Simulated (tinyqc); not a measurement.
Changing the log10 of the dissolved activity a: potential-pH (Pourbaix) lines of a metal, its cation, its oxide and an oxyanion, with a complexing ligand. Computed by tinyqc, a small Python program. Command: `OMP_NUM_THREADS=1 python tinyqc.py 3025255 3025256 out.jsonl pourb sweep`. One thread of a shared host (Intel(R) Xeon(R) Processor @ 2.30GHz), about 0.01 s of CPU time with the checks.

Potentials are against the standard hydrogen electrode; solids and water have unit activity; dG_f of M, H+ and the electron is zero; F = e N_A and s = R T ln(10)/F. The cation carries z = 2.

Inputs (values chosen for the exercise, for a model metal):

| quantity | value | unit |
|---|---|---|
| dG_f of the cation | -59.52 | kJ/mol |
| dG_f of the oxide | -221.54 | kJ/mol |
| dG_f of the oxyanion | -292.64 | kJ/mol |
| dG_f of water | -237.14 | kJ/mol |
| temperature T | 298.15 | K |
| pH | 8.5 | - |
| potential E | -0.065 | V |

Species: M, M2+, MO, MO2(2-).

Constants: R = 8.314462618 J/(mol K); e = 1.602176634e-19 C; N_A = 6.02214076e+23 1/mol.

Method:
- M2+ + 2e = M; MO + 2H+ + 2e = M + H2O; MO2(2-) + 4H+ + 2e = M + 2H2O. For each, E0 = -dG/(z F), and E = E0 + (s/z) log10 a - (s n_H/z) pH, with no activity term for the oxide.
- Two oxidised species coexist where their lines against the metal cross: pH1 (cation/oxide) = [E0(oxide) - E0(cation)]/s - (log10 a)/z; pH2 (oxide/oxyanion) = {[E0(oxyanion) - E0(oxide)]/s + (log10 a)/z}/(4/z - 1).
- The metal is stable below the lowest of the three lines; above it, the species of the lowest line is stable. Water lines at 1 bar: hydrogen E = -s pH, oxygen E = -dG_f(water)/(2F) - s pH.

One run for each value:

| log10 of the dissolved activity a | pH1 | pH2 | width of the oxide field, pH2 - pH1 | upper limit of immunity (V) |
|---|---|---|---|---|
| -7 | 10.080 | 11.044 | 0.9642 | -0.51550 |
| -6 | 9.580 | 11.544 | 1.9642 | -0.48592 |
| -5 | 9.080 | 12.044 | 2.9642 | -0.45634 |
| -4 | 8.580 | 12.544 | 3.9642 | -0.42676 |
| -3 | 8.080 | 13.044 | 4.9642 | -0.42201 |
| -2 | 7.580 | 13.544 | 5.9642 | -0.42201 |
| -1 | 7.080 | 14.044 | 6.9642 | -0.42201 |

Describe the trends.

Over the rows, pH1 falls from 10.1 to 7.08; pH2 rises from 11.0 to 14.0; width of the oxide field, pH2 - pH1 rises from 0.964 to 6.96.  Left out: -8.00 (the oxide has no field in range).

Caution (all rows): other oxidation states, hydroxides and hydrides are left out, and the lines say nothing of rates.

Extremes, crossings and ranges named in words are read from the listed rows.
